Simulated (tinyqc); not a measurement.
What moves the results: deformation potentials from a strained empirical pseudopotential. A value that a table varies takes the place of the one given here.

Diamond lattice, no spin-orbit coupling. Atomic form factor V(q) = a1 (q^2 - a2)/(a3 exp(a4 q^2) - 1) in rydberg with q in 1/bohr, for the unstrained cell. Under a strain e the reciprocal vectors and k go over into (1 + e)^(-1) G, the atoms sit at +/- tau with tau = (1 + e) a (1,1,1)/8 - zeta a (eyz, ezx, exy)/4, and H(G,G') = c |k + G|^2 delta + (V(q)/det(1 + e)) cos(q.tau), q = G - G', with the term q = 0 left out; c = hbar^2/2m0. The basis is fixed before straining: all G with |k + G|^2 up to 16 (2 pi/a)^2. k is given in units of 2 pi/a of the unstrained cell.

Constants: hbar^2/2m0 = 3.80998211 eV angstrom^2; Ry = 13.60569312 eV; a0 (Bohr radius) = 0.5291772105 angstrom.

Inputs chosen for the exercise (near those of Si; shifted at random, so the results belong to these values and not to a real crystal):
```
symbol  value                        unit      meaning
a       5.435                        angstrom  lattice constant
A       (0.536, 2.173, 2.04, 0.484)            a1 (Ry bohr^2), a2 (1/bohr^2), a3, a4 (bohr^2)
h       0.005                                  size of the test strain
kD      0.82                         2 pi/a    position of the Delta minimum
a1      0.536
a2      2.173
a3      2.04
a4      0.484
```

## The internal displacement

Xu of L (level 5, the lowest empty one) and d from exy = eyz = ezx = h for several zeta: Xu = [E(L [111]) - E(L [1-1-1])]/((8/3) h), d = (single valence level - pair)/(3 sqrt(3) h). zeta = 0 strains the bonds with the lattice; zeta = 1 keeps all four bond lengths equal to first order.

Results:
```
zeta  Xu (L) (eV)  d (eV)
0.00        11.10    0.81
0.25        11.45   -1.53
0.50        11.82   -3.87
0.60        11.97   -4.81
0.75        12.21   -6.21
1.00        12.61   -8.54
```

What does this show, and why?

From zeta = 0 to 1, d goes from 0.81 to -8.54 eV and Xu (L) from 11.10 to 12.61 eV, both nearly linearly: the displacement is an optical-phonon mode, and d = d(0) - zeta d0/4 gives its deformation potential d0 = 37 eV. Leaving the relaxation out (zeta = 0 for 0.5) moves d by +4.68 eV, which reverses its sign, and Xu (L) by -0.71 eV. Tetragonal strain has no such freedom.

## Size of the test strain

e = diag(-h/2, -h/2, h). Xu = [E(Delta z) - E(Delta x)]/(1.5 h) at fixed kD, b = [E(Z) - E(X, Y)]/(4.5 h); one-sided from +h alone, central from +h and -h.

Results (eV):
```
h       Xu one-sided  Xu central  b one-sided  b central
0.0010         7.983       7.988       -3.303     -3.299
0.0025         7.975       7.988       -3.309     -3.299
0.0050         7.963       7.988       -3.319     -3.299
0.0100         7.938       7.989       -3.339     -3.299
0.0200         7.892       7.993       -3.380     -3.300
0.0300         7.847       8.000       -3.421     -3.301
```

What can be read from the table?

From h = 0.001 to 0.03 the one-sided Xu drifts by -0.136 eV and the central one by +0.012 eV; for b the drifts are -0.118 and -0.002 eV. The central difference cancels the term of second order in the strain, so its error goes as h^2. At h = 0.02 the linear law errs by 1.2 % for the valley splitting and 2.5 % for the valence splitting.

## What each parameter of the potential does

Gaps from the valence top to level 8 at Gamma and level 5 at (kD,0,0) and L, and their deformation potentials [E(+h) - E(-h)]/(3 ln((1 + h)/(1 - h))) for e = +/- h 1, h = 0.002. The row for the lattice constant keeps V(q) without the volume factor, so it is not a strain. Each row changes one parameter from the base and keeps the others.

Results:
```
case                Gamma (eV)  Delta (eV)  L (eV)  potential Gamma (eV)  potential Delta (eV)  potential L (eV)
base                     4.290       1.215   2.125                 -8.97                  2.62             -1.96
a = 5.381 angstrom       4.412       0.917   2.022                 -8.66                  2.92             -1.79
a1 = 0.531               4.246       1.147   2.075                 -8.89                  2.62             -1.95
a2 = 2.151               4.404       1.139   2.127                 -8.89                  2.67             -1.93
a3 = 2.06                4.242       1.124   2.061                 -8.88                  2.61             -1.96
a4 = 0.479               4.387       1.304   2.202                 -9.14                  2.54             -2.04
```

What can be read from the table?

The largest shifts from the base row, up to three for each result and ties (the steps differ in size, so this ranks the rows, not the parameters). Gamma (eV): a +0.121, a2 +0.114, a4 +0.096. Delta (eV): a -0.299, a3 -0.092, a4 +0.089. L (eV): a -0.103, a4 +0.077, a3 -0.064. potential Gamma (eV): a +0.31, a4 -0.17, a3 +0.09. potential Delta (eV): a +0.31, a4 -0.08, a2 +0.05; unchanged at the printed digits by a1. potential L (eV): a +0.17, a4 -0.08, a2 +0.04; unchanged at the printed digits by a3.

tinyqc: `OMP_NUM_THREADS=1 python tinyqc.py 1850694 1850695 out.jsonl`; about 0.2 s, one thread, shared Intel(R) Xeon(R) Processor @ 2.30GHz.
